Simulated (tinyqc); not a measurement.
Brillouin zone and empty-lattice bands of the fcc structure: one step. Empty-lattice levels at Gamma, K and U. Two cases, with inputs chosen for the exercise.

Question. Give the five lowest values of |k + G|^2 with their degeneracy (spin not counted).

Primitive vectors a (0,1/2,1/2), a (1/2,0,1/2), a (1/2,1/2,0); one atom. Reciprocal vectors obey a_i.b_j = 2 pi delta_ij; k is given in units of 2 pi/a. Empty-lattice levels are c0 (2 pi/a)^2 |k + G|^2, c0 = hbar^2/2m0. Points: X = (1, 0, 0), L = (0.5, 0.5, 0.5), K = (0.75, 0.75, 0), W = (1, 0.5, 0), U = (1, 0.25, 0.25).

Constants: hbar^2/2m0 = 3.80998211 eV angstrom^2.

Case 1.

Values chosen (out of a larger set: lattice near that of Au; not measured data): a = 4.116 angstrom (lattice constant).

Case 2.

Values chosen (out of a larger set: lattice near that of Au; not measured data): a = 4.114 angstrom (lattice constant).

Give: a table of point, |k + G|^2, degeneracy, E (eV).

Answer.

Case 1.

Levels:
```
point  |k + G|^2  degeneracy  E (eV)
Gamma     0.0000           1   0.000
Gamma     3.0000           8  26.635
Gamma     4.0000           6  35.513
Gamma     8.0000          12  71.027
Gamma    11.0000          24  97.662
K         1.1250           3   9.988
K         2.1250           2  18.866
K         3.1250           1  27.745
K         4.1250           4  36.623
K         5.1250           2  45.502
U         1.1250           3   9.988
U         2.1250           2  18.866
U         3.1250           1  27.745
U         4.1250           4  36.623
U         5.1250           2  45.502
```

Case 2.

Levels:
```
point  |k + G|^2  degeneracy  E (eV)
Gamma     0.0000           1   0.000
Gamma     3.0000           8  26.661
Gamma     4.0000           6  35.548
Gamma     8.0000          12  71.096
Gamma    11.0000          24  97.757
K         1.1250           3   9.998
K         2.1250           2  18.885
K         3.1250           1  27.772
K         4.1250           4  36.659
K         5.1250           2  45.546
U         1.1250           3   9.998
U         2.1250           2  18.885
U         3.1250           1  27.772
U         4.1250           4  36.659
U         5.1250           2  45.546
```

The lowest level is 3-fold at K and 3-fold at U: as many zones meet there, and these are the lowest sets at these points on which a weak potential acts.

Computed by tinyqc, one run a case: `OMP_NUM_THREADS=1 python tinyqc.py N N+1 out.jsonl` with N = 1850084, 1850306; one thread of a shared Intel(R) Xeon(R) Processor @ 2.30GHz, about 0.02 s a run at most.
